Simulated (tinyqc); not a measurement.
Short-channel transistor, virtual-source model with series resistance: one step of the calculation.

The current per gate width is the charge at the top of the source barrier (the virtual source) times its velocity times a saturation function; al and be are fitting constants of the model. Units: I in uA/um, Rs in ohm um, so I Rs = 1e-6 I Rs in volts; Q in uC/cm^2, so I = 1e-4 Q vx0 Fsat with vx0 in cm/s.

Question. Current through the series resistance. Intrinsic voltages Vg' = Vgs - I Rs, Vd' = Vds - 2 I Rs. n = n0 + nd Vd', VT = VT0 - dl Vd', Ff = 1/(1 + exp((Vg' - VT + al Vt/2)/(al Vt))), Q = Cinv n Vt ln(1 + exp((Vg' - VT + al Vt Ff)/(n Vt))), Vdsat = (vx0 L/mu)(1 - Ff) + Vt Ff, Fsat = u/(1 + u^be)^(1/be) with u = Vd'/Vdsat, and I(out) = Q vx0 Fsat per width. (Fsat takes the sign of u.) I(new) = I(out).

Values chosen for this exercise:
```
symbol   value        unit                                                         meaning
T          250           K                                                     temperature
Cinv      2.38     uF/cm^2                                           inversion capacitance
vx0     1.15e7        cm/s                                  velocity at the virtual source
mu         890  cm^2/(V s)                                               apparent mobility
L          130          nm                                                  channel length
VT0      0.348           V                                 threshold at zero drain voltage
dl       0.079         V/V                                  drain-induced barrier lowering
n0        1.32                                                         subthreshold factor
nd        0.05         1/V                                  growth of n with drain voltage
al         3.5              threshold shift (in units of Vt) from weak to strong inversion
be         1.8                                                     sharpness of saturation
Rs         400      ohm um                               series resistance of each contact
Vgs        1.2           V                                                    gate voltage
Vds        0.1           V                                                   drain voltage
```

Constants: q = 1.602176634e-19 C, kB = 1.380649e-23 J/K, Vt = kB T/q. Results are converted to the units shown.

I at the start = 0 uA/um

Give: Vg'; Vd'; VT; Ff; Q; Vdsat; Fsat; I(out); I after iteration 1.

Answer.

Vg' = 1.2000 V
Vd' = 0.10000 V
VT = 0.34010 V
Ff = 6.7615e-6
Q = 2.0466 uC/cm^2
Vdsat = 0.16798 V
Fsat = 0.49517
I(out) = 1165.4 uA/um
I after iteration 1 = 1165.4 uA/um

Numbers from tinyqc (`OMP_NUM_THREADS=1 python tinyqc.py 2380079 2380080 out.jsonl`; about 0.01 s on one thread of a shared Intel Xeon 2.30GHz).
